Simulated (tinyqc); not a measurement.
Frequency dispersion of an accumulation capacitance by border traps, distributed model: two steps of the calculation.

Traps spread evenly through the insulator exchange electrons with the semiconductor by tunnelling, with tau(x) = t0 exp(2 ka x) at depth x from the interface. The admittance per area Y seen at depth x obeys dY/dx = -Y^2/(i w eps0 eox) + q Nb ln(1 + i w tau)/tau, with Y(0) = i w Cs and w = 2 pi f; the gate sees Y(tox) = G + i w C. Working variable y = Y/(i w), in uF/cm^2. Cox = eps0 eox/tox.

Inputs (values chosen for the exercise); permittivity close to that of silicon dioxide:
```
symbol   value         unit                                               meaning
eox       4.01                             relative permittivity of the insulator
tox        5.6           nm                                   insulator thickness
Cs        0.54      uF/cm^2             semiconductor capacitance in accumulation
Nb      3.1e19  cm^-3 eV^-1                               density of border traps
ka         5.7         1/nm  decay constant of the wave function in the insulator
t0       5e-11            s              time constant of a trap at the interface
f        10000           Hz                                             frequency
xe         1.6           nm               depth down to which the steps are taken
```

Constants: q = 1.602176634e-19 C, eps0 = 8.8541878128e-14 F/cm where lengths are in cm. Results are converted to the units shown.

Task 1. Scales and lumped estimate. Cox; trap-free value 1/(1/Cox + 1/Cs); response depth d = ln(1/(w t0))/(2 ka), where w tau = 1; lumped estimate: all traps within d act as C_bt = q Nb d placed at d/2, so C = 1/{1/[1/(1/Cs + d/(2 eps0 eox)) + C_bt] + (tox - d/2)/(eps0 eox)}.

Wanted: Cox; trap-free C; d; C_bt; lumped C.

Result 1.

Cox = 0.6340 uF/cm^2
trap-free C = 0.2916 uF/cm^2
d = 1.111 nm
C_bt = 0.5520 uF/cm^2
lumped C = 0.4214 uF/cm^2

The traps within reach amount to 1.02 Cs and lie in the first 19.8 % of the insulator.

Task 2. Capacitance and conductance at the gate. Beyond xe the traps are ignored, so 1/y(tox) = 1/y(xe) + (tox - xe)/(eps0 eox); C = Re y, G/w = -Im y, loss tangent G/(w C).

y at xe = 0.84902853-0.05489547i uF/cm^2

Wanted: y at the gate; C; G/w; loss tangent.

Result 2.

y at the gate = 0.4344-0.0143i uF/cm^2
C = 0.4344 uF/cm^2
G/w = 0.01433 uF/cm^2
loss tangent = 0.03298

tinyqc, about 0.4 s, one thread, Intel Xeon 2.30GHz (shared host): `OMP_NUM_THREADS=1 python tinyqc.py 2202108 2202109 out.jsonl`
